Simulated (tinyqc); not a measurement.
Chemically amplified photoresist: aerial image, acid generation, bake, development and line width: one step, computed by the program tinyqc.

Lines and spaces of pitch p with a two-beam-like image; x = 0 is the middle of the bright space. The resist is positive and treated as uniform in depth.

Problem. Acid image and its blur. Dose E(x) = E [1 + c cos(2 pi x/p)]; acid h = 1 - exp(-C E(x)). Bake: the acid image is blurred by a Gaussian of variance sigma^2 = 2 D t (each Fourier term k of h, taken on 64 points, is multiplied by exp(-4 pi^2 k^2 D t/p^2)). Cosine coefficients: h(x) = sum_k h_k cos(2 pi k x/p).

Inputs (values chosen for the exercise, for a model resist at 248 nm):
```
quantity            value     unit
pitch p               240       nm
image contrast c     0.46        -
mean dose E          7.82  mJ/cm^2
Dill parameter C    0.043  cm^2/mJ
acid diffusivity D    4.3   nm^2/s
bake time t            90        s
```

Give: diffusion length sigma = sqrt(2 D t); h_0 to h_4 before the bake; h_0 to h_4 after the blur; blur factor of the first harmonic.

Solution.

diffusion length sigma = sqrt(2 D t) = 27.82 nm

h_0 to h_4 before the bake: 0.2813  0.1108  -0.0043  0.0001  0.0000

h_0 to h_4 after the blur: 0.2813  0.0850  -0.0015  0.0000  0.0000

blur factor of the first harmonic = 0.7670

sigma/p = 0.116; the blur keeps 77 % of the modulation.
